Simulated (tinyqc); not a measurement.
MOS inversion layer, Poisson-Schroedinger loop: one step of the calculation.

Electrons confined at an insulator interface at z = 0, treated as a hard wall; parabolic valleys, Hartree approximation, no image or exchange terms. The depletion charge lies far deeper than the electrons and gives a uniform field q Nd/(eps0 eps_r); the gate balances all charge. Energies are counted from the band edge at the interface.

Question. Density, output potential and mixing. n_i = sum_k N_k |psi_k|^2 (converted to cm^-3). Hartree part by Gauss: on the interval before node i the electrons still beyond are S_i = Ns - hz sum_(j<i) n_j, and U_i = U_(i-1) + q S_i hz/(eps0 eps_r) in eV, U_0 = 0 at the interface. Mixing: U(new) = U + a (U(out) - U).

Parameters, values chosen for the exercise; masses and permittivity close to those of silicon (111): relative permittivity eps_r = 11.6; sheet density of electrons Ns = 1.3e12 cm^-2; mixing factor a = 0.7.

Constants: q = 1.602176634e-19 C, eps0 = 8.8541878128e-14 F/cm where lengths are in cm. Results are converted to the units shown.

| node | z (nm) | self-consistent potential U at the start (eV) | \|psi\|^2 of A1 (1/nm) | \|psi\|^2 of A2 (1/nm) |
|---|---|---|---|---|
| 1 | 0.82 | 0 | 0.10370636 | 0.09685426 |
| 2 | 1.64 | 0 | 0.27155735 | 0.15585812 |
| 3 | 2.46 | 0 | 0.32422239 | 0.05111986 |
| 4 | 3.28 | 0 | 0.25562385 | 0.00437744 |
| 5 | 4.1 | 0 | 0.15131111 | 0.10783339 |
| 6 | 4.92 | 0 | 0.07168103 | 0.22264995 |
| 7 | 5.74 | 0 | 0.02823593 | 0.23848240 |
| 8 | 6.56 | 0 | 0.00948769 | 0.17519562 |
| 9 | 7.38 | 0 | 0.00276990 | 0.09830749 |
| 10 | 8.2 | 0 | 0.00071245 | 0.04456755 |
| 11 | 9.02 | 0 | 0.00016321 | 0.01688624 |
| 12 | 9.84 | 0 | 0.00003357 | 0.00545975 |
| 13 | 10.66 | 0 | 0.00000621 | 0.00151643 |
| 14 | 11.48 | 0 | 0.00000101 | 0.00035036 |
| 15 | 12.3 | 0 | 0.00000012 | 0.00005333 |

N_k (cm^-2): A1 1.1735911e12, A2 1.2640892e11

Give: n; U(out); U after round 1.

Answer.

| node | n (1e18 cm^-3) | U(out) (eV) | U after round 1 (eV) |
|---|---|---|---|
| 1 | 1.3395 | 0.016629 | 0.011640 |
| 2 | 3.3840 | 0.031853 | 0.022297 |
| 3 | 3.8697 | 0.043527 | 0.030469 |
| 4 | 3.0055 | 0.051142 | 0.035800 |
| 5 | 1.9121 | 0.055605 | 0.038924 |
| 6 | 1.1227 | 0.058063 | 0.040644 |
| 7 | 0.6328 | 0.059343 | 0.041540 |
| 8 | 0.3328 | 0.059959 | 0.041971 |
| 9 | 0.1568 | 0.060226 | 0.042158 |
| 10 | 0.0647 | 0.060328 | 0.042230 |
| 11 | 0.0233 | 0.060363 | 0.042254 |
| 12 | 0.0073 | 0.060373 | 0.042261 |
| 13 | 0.0020 | 0.060376 | 0.042263 |
| 14 | 0.0005 | 0.060376 | 0.042264 |
| 15 | 0.0001 | 0.060377 | 0.042264 |

Program tinyqc, `OMP_NUM_THREADS=1 python tinyqc.py 2160151 2160152 out.jsonl`; Intel Xeon 2.30GHz, shared host, one thread, about 0.5 s.
